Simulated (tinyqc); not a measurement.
# Ideality, resistance and saturation current from three points

Problem. Well above I0 a diode obeys V = n Vt ln(I/I0) + Rs I. Find n, Rs and I0.

Values chosen for this exercise:
```
symbol  value  unit      meaning
T         350     K  temperature
```

Constants: q = 1.602176634e-19 C, kB = 1.380649e-23 J/K, Vt = kB T/q. Results are converted to the units shown.

I (A): [2.8e-5, 0.00033, 0.0038]
V (V): [0.15025857, 0.26158816, 0.60334119]

Answer. The equation is linear in a = n Vt, Rs and c = -a ln I0; three points give a 3 x 3 system.

n = 1.20
Rs = 73.0 ohm
I0 = 4.66e-7 A

tinyqc, about 0.01 s, one thread, Intel Xeon 2.30GHz (shared host): `OMP_NUM_THREADS=1 python tinyqc.py 2640104 2640105 out.jsonl`
